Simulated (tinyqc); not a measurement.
Chemical shift by three methods: effective-mass impurity with a central-cell term, in a basis of Slater functions. Computed by tinyqc, a small Python program. Command: `OMP_NUM_THREADS=1 python tinyqc.py 3025183 3025184 out.jsonl centralcell walk`. One thread of a shared host (Intel(R) Xeon(R) Processor @ 2.30GHz), about 0.01 s of CPU time with the checks.

The envelope obeys H = -nabla^2 - (2/r) [Z + A exp(-kappa r)] in effective units, with kappa = a*/lambda; positive A deepens the well near the core.

Inputs (values chosen for the exercise, with mass and screening modelled on GaAs):

| quantity | value | unit |
|---|---|---|
| effective mass m | 0.0664 | m_0 |
| dielectric constant eps | 12.4 | - |
| charge Z of the core | 1 | - |
| central-cell strength A | 23 | - |
| central-cell range lambda | 2.3 | angstrom |

Impurity: donor, one isotropic band.

Constants: Ry = 13.605693123 eV; a_0 = 0.529177210903 angstrom.

Method:
- Units: Ry* = Ry m/eps^2 and a* = a_0 eps/m, with m in m_0.
- kappa = a*/lambda; the hydrogenic ground state is bound by Z^2 Ry*.
- For s functions exp(-zeta r), with s = zeta_i + zeta_j: S = 2/s^3, T = zeta_i zeta_j S, V = -2 Z/s^2, W = -2 A/(s + kappa)^2; each function is normalised by dividing by sqrt(S_ii S_jj).
- Large basis: zeta_i = 0.06 x 1.6^(i-1), i = 1..22, same formulas; for p functions r exp(-zeta r): S = 24/s^5, T = zeta_i zeta_j S (centrifugal term included), V = -12 Z/s^4, W = -12 A/(s + kappa)^4; overlap eigenvalues below 1e-11 are dropped.
- First order: shift = 8 A Z^3/(2 Z + kappa)^2 Ry*. One exponent: minimise zeta^2 - 2 Z zeta - 8 A zeta^3/(2 zeta + kappa)^2 by golden section on 0.2 to 6 Z. All shifts are the binding beyond Z^2 Ry*.

kappa = 42.9662 1/a*

Ry* = 5.87551 meV

hydrogenic binding energy = 5.87551 meV

Shift of the 1s binding energy (meV):

| A | first order | one exponent | large basis |
|---|---|---|---|
| -23.00 | -0.53468 | -0.45167 | -0.3212 |
| -11.50 | -0.26734 | -0.24438 | -0.1995 |
| 2.30 | 0.05347 | 0.05452 | 0.0575 |
| 5.75 | 0.13367 | 0.14054 | 0.1624 |
| 11.50 | 0.26734 | 0.29686 | 0.4174 |
| 23.00 | 0.53468 | 0.67423 | 2.0213 |
| 28.80 | 0.66951 | 0.91184 | 7.1472 |

What follows from these numbers?

The three columns are ordered, first order <= one exponent <= large basis, since each is a variational bound with more freedom. At the largest attractive A first order gives 9 % and one exponent 13 % of the shift; at the most repulsive A the true shift is -0.321 meV against -0.535. Attraction pulls the envelope in and feeds itself, repulsion pushes it out and saturates.

Extremes, crossings and ranges named in words are read from the listed rows.
